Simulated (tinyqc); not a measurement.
Random telegraph noise from one oxide trap in a small MOSFET: two steps of the calculation.

An acceptor-like trap exchanges electrons with the channel. Inversion charge Q = Cox u, u = n Vt W0(exp((Vg - VT)/(n Vt))), W0 the Lambert function, n = nf, Cox = eps0 eox/tox; linear regime Id = (W/L) mu Q Vd. Relative to threshold the surface potential rises by Vt ln(u/u0) and the oxide voltage by the rest of Vg - VT, with u0 = n Vt W0(1).

Inputs (values chosen for the exercise); values of the order met in silicon transistors:
- T = 300 K (temperature)
- eox = 3.9 (relative permittivity of the gate insulator (close to silicon dioxide))
- tox = 2.4 nm (insulator thickness)
- xt = 1 nm (depth of the trap from the channel interface)
- E0 = 0.08 eV (trap level above the channel Fermi level at threshold)
- s0 = 9e-17 cm^2 (capture prefactor)
- EB = 0.48 eV (capture barrier (lattice relaxation))
- lt = 0.11 nm (tunnelling decay length)
- vth = 1.1e7 cm/s (thermal velocity)
- zi = 1.8 nm (thickness of the inversion layer)
- VT = 0.23 V (threshold voltage)
- nf = 1.09 (body factor)
- Vg = 0.41 V (gate voltage)

Constants: q = 1.602176634e-19 C, kB = 1.380649e-23 J/K, Vt = kB T/q, eps0 = 8.8541878128e-14 F/cm where lengths are in cm. Results are converted to the units shown.

Task 1. Trap level, time constants and occupancy. N = Cox u/q; dpsi = Vt ln(u/u0); E = E0 - dpsi - (xt/tox)(Vg - VT - dpsi); capture time tc = 1/[(N/zi) vth s0 exp(-xt/lt - EB/Vt)]; emission time te = tc exp(-E/Vt); occupancy te/(tc + te).

Wanted: u; N; dpsi; E; tc; te; occupancy.

Result 1.

u = 0.1357 V
N = 1.219e12 cm^-2
dpsi = 0.05530 V
E = -0.02726 eV
tc = 153.3 s
te = 440.0 s
occupancy = 0.7416

The trap lies 1.1 Vt below the Fermi level, so it is filled 74.2 % of the time.

Task 2. Lorentzian spectrum. Spectrum S(f) = 4 dI^2/{(tc + te)[(1/tc + 1/te)^2 + (2 pi f)^2]}; corner fc = (1/tc + 1/te)/(2 pi); variance dI^2 tc te/(tc + te)^2. Give S at f = 0, at fc and at 10 fc.

tc = 153.29407 s
te = 439.98324 s
dI = 14.195886 nA

Give: fc; S(0); S(fc); S(10 fc); rms current.

Result 2.

fc = 0.0014000 Hz
S(0) = 1.7560e-14 A^2/Hz
S(fc) = 8.7802e-15 A^2/Hz
S(10 fc) = 1.7387e-16 A^2/Hz
rms current = 6.2142 nA

The rms value is 0.438 of the step; it reaches its largest share, 1/2, when tc = te.

Range of the model: VT is taken as given; short-channel effects and the uneven flow of current among few electrons are left out.

tinyqc, about 0.01 s, one thread, Intel Xeon 2.30GHz (shared host): `OMP_NUM_THREADS=1 python tinyqc.py 2710108 2710109 out.jsonl`
